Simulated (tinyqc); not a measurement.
# Polarisation charge from two barrier thicknesses

Problem. Voff = phiB - dEc - q sigma d/(eps0 eb). Find sigma, phiB - dEc and the thickness at which Voff = 0.

Constants: q = 1.602176634e-19 C, eps0 = 8.8541878128e-14 F/cm where lengths are in cm. Results are converted to the units shown.

Voff at d = 13 and 39 nm (V): [-3.4131320, -11.748596]
eb = 9.5172000

Answer. Voff is a straight line in d: its slope is -q sigma/(eps0 eb) and its intercept phiB - dEc.

sigma = 1.69e13 cm^-2
phiB - dEc = 0.755 V
thickness for Voff = 0 = 2.35 nm

tinyqc, about 0.01 s, one thread, Intel Xeon 2.30GHz (shared host): `OMP_NUM_THREADS=1 python tinyqc.py 2180152 2180153 out.jsonl`
